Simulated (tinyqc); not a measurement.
Inside a calculation. Model: threshold switch as oscillator and as selector in a crossbar.

Program tinyqc, `OMP_NUM_THREADS=1 python tinyqc.py 2490116 2490117 out.jsonl`; Intel Xeon 2.30GHz, shared host, one thread, about 0.01 s. Printed values are rounded.

Off state: I = Ith sinh(V/V0)/sinh(Vth/V0) up to Vth. On state: V = Vh + I Ron down to the holding current Ih, at Vl = Vh + Ih Ron. Switching is instantaneous.

Values chosen for this exercise; values of the order of Ge-Sb-Te and related chalcogenides:
- Vth = 2.2 V (threshold voltage)
- Vh = 0.89 V (holding voltage)
- Ron = 2.4 kohm (on-state resistance)
- Ith = 0.16 uA (current at threshold)
- V0 = 0.25 V (voltage scale of the off-state sinh)
- Ih = 11 uA (holding current)
- C = 29 fF (capacitance across the switch)
- N = 256 (rows and columns of the array)
- Vs = 3.32 V (supply voltage)
- RL = 760 kohm (load resistance)

Range of the model: Delay times, drift of Vth and line resistance are left out.

## Relaxation oscillation

With a load RL from Vs and C across the switch, it oscillates if the load line misses both branches: (Vs - Vl)/Ih < RL < (Vs - Vth)/Ith. Charging without leakage takes RL C ln[(Vs - Vl)/(Vs - Vth)]; discharging takes (RL || Ron) C ln[(Vth - Ve)/(Vl - Ve)], Ve = (Vs Ron + Vh RL)/(Ron + RL).

Vl = 0.9164 V
smallest RL = 218.5091 kohm
largest RL = 7000 kohm
charging time = 16.83060 ns
Ve = 0.8976495 V
discharging time = 0.2942241 ns
frequency = 58.39475 MHz

With the off-state leakage included the charging takes 17.24 ns, 2.4 % above this value.

## Leakage in a crossbar

In an N x N array driven at Vs, the V/2 scheme puts Vs/2 on 2 (N - 1) cells; the V/3 scheme puts Vs/3 on all N^2 - 1 others, N - 1 of them on the selected row. Row leakage is (N - 1) I; wasted power is the number of cells times V I.

I at Vs/2 = 18.45199 nA
row leakage, V/2 = 4.705257 uA
wasted power, V/2 = 15.62145 uW
I at Vs/3 = 2.017174 nA
row leakage, V/3 = 0.5143794 uA
wasted power, V/3 = 146.2964 uW

The V/3 scheme cuts the row leakage by 9.15 and raises the wasted power by a factor of 9.37.
